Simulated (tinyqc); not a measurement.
Millisecond and nanosecond annealing: surface heating, thermal budget and solid-phase regrowth: one step, computed by the program tinyqc. Command: `OMP_NUM_THREADS=1 python tinyqc.py 3001347 3001348 out.jsonl flash walk`. One thread of a shared host (Intel(R) Xeon(R) Processor @ 2.30GHz), about 0.02 s of CPU time with the checks.

A square pulse heats the surface of a thick wafer with constant thermal properties; losses by radiation are neglected and silicon melts at 1414 C.

Task: Thermal budget. Absorbed flux q = (1 - R) fluence/t_p; kappa = k/c. With f(z, t) = (2 q/k) sqrt(kappa t) ierfc(z/(2 sqrt(kappa t))), ierfc(x) = exp(-x^2)/sqrt(pi) - x erfc(x): T = T0 + f(z, t) during the pulse and T0 + f(z, t) - f(z, t - t_p) after it. Temperatures in kelvin are T(C) + 273.15. Integrate exp(-E/(k_B T(t))) at the surface from 0 to 10 t_p (Gauss-Legendre, 60 points in sqrt(t) up to t_p and 60 in sqrt(t - t_p) after it). (Dt) = D0 x integral with E; regrowth = v0 x integral with E_v; effective time = integral/exp(-E/(k_B T_peak)).

Inputs (values chosen for the exercise, modelled on hot silicon with phosphorus):

| quantity | value | unit |
|---|---|---|
| incident fluence | 0.41 | J/cm^2 |
| pulse length t_p | 1.1e-07 | s |
| reflectance R | 0.33 | - |
| thermal conductivity k | 0.31 | W/(cm K) |
| heat capacity per volume c | 2.36 | J/(cm^3 K) |
| preheat temperature T0 | 200 | C |
| dopant prefactor D0 | 5.02 | cm^2/s |
| dopant activation energy E | 3.65 | eV |
| regrowth prefactor v0 | 5.7e+08 | cm/s |
| regrowth energy E_v | 2.71 | eV |

Source: pulsed laser.

peak temperature = 1292.649 C

Constants: k_B = 8.617333262e-05 eV/K.

Give: budget (Dt); diffusion length 2 sqrt(Dt); effective time over t_p; possible regrowth.

Result:

budget (Dt) = 9.827e-20 cm^2

diffusion length 2 sqrt(Dt) = 0.006270 nm

effective time over t_p = 0.09965

possible regrowth = 0.1569 nm

Caution: cold silicon conducts heat several times better than the constant k used here, so the real melting fluence is higher. Caution: equilibrium diffusivities are used; implant damage enhances diffusion, and k and c vary with temperature. Caution: the peak lies above 1150 C, and amorphous silicon melts some 200 to 250 K below the crystal, so a layer that has not regrown before the peak may melt instead. Caution: a diffusion length below the atomic spacing of 0.235 nm means about one jump per atom or fewer, so the profile does not change measurably.
